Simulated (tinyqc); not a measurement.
Bloch-Grueneisen resistivity of a metal. Changing the residual resistivity rho_0. Computed by tinyqc, a small Python program. Command: `OMP_NUM_THREADS=1 python tinyqc.py 3021030 3021031 out.jsonl bg sweep`. One thread of a shared host (Intel(R) Xeon(R) Processor @ 2.30GHz), about 0.01 s of CPU time with the checks.

Electrons scatter from a Debye spectrum of phonons (n = 5 for scattering within one band, n = 3 for scattering into a second, heavy band) and from static defects.

Inputs (values chosen for the exercise, modelled on cobalt):

| quantity | value | unit |
|---|---|---|
| exponent n | 3 | - |
| Debye temperature Theta | 398 | K |
| transport coupling lambda_tr | 0.23 | - |
| Drude plasma energy hbar w_p | 6.5 | eV |
| temperature T | 295 | K |

Addition: none.

Constants: k_B = 1.380649e-23 J/K; hbar = 1.054571817e-34 J s; eps_0 = 8.8541878128e-12 F/m; hbar = 6.582119569e-16 eV s; k_B = 8.617333262e-05 eV/K.

Method:
- J_n(y) = int_0^y x^n e^x/(e^x - 1)^2 dx, by 96 Gauss-Legendre points (upper limit at most 60).
- rho_ph = (n - 1) rho_1 (T/Theta)^n J_n(Theta/T), with rho_1 = 2 pi lambda_tr k_B Theta/(hbar eps_0 w_p^2), the high-temperature line at T = Theta.
- Matthiessen's rule: rho = rho_0 + rho_ph.
- Temperature coefficient (1/rho) d rho/dT by a central difference of +/- 0.5 K; residual ratio rho(295 K)/rho(4.2 K); scattering time tau = 1/(eps_0 w_p^2 rho); Wiedemann-Franz kappa = L_0 T/rho, L_0 = (pi^2/3)(k_B/e)^2.

One run for each value:

| residual resistivity rho_0 (microohm cm) | temperature coefficient (1e-3/K) | residual resistance ratio | resistivity rho (microohm cm) |
|---|---|---|---|
| 0.002 | 3.880 | 2.795e+03 | 6.00 |
| 0.0073 | 3.877 | 8.068e+02 | 6.01 |
| 0.026 | 3.865 | 2.305e+02 | 6.03 |
| 0.095 | 3.821 | 6.408e+01 | 6.10 |
| 0.35 | 3.668 | 1.814e+01 | 6.35 |
| 1.3 | 3.190 | 5.616e+00 | 7.30 |
| 4.6 | 2.197 | 2.305e+00 | 10.60 |
| 17 | 1.013 | 1.353e+00 | 23.00 |
| 60 | 0.353 | 1.100e+00 | 66.00 |

What does the table show, and why?

Over the rows, temperature coefficient (1e-3/K) falls from 3.88 to 0.353 (exponent d ln y / d ln x -6.8e-4 between the first rows and -0.84 between the last); residual resistance ratio falls from 2800 to 1.10 (exponent d ln y / d ln x -0.96 between the first rows and -0.16 between the last); resistivity rho (microohm cm) rises from 6.00 to 66.0 (exponent d ln y / d ln x 6.8e-4 between the first rows and 0.84 between the last). At the low end the exponent of residual resistance ratio is -0.96, close to -1: a clean metal, where the ratio is rho(295 K)/rho_0. The product rho times the coefficient, d rho/dT, stays at 23.3 nanoohm cm/K: Matthiessen's rule keeps it fixed.
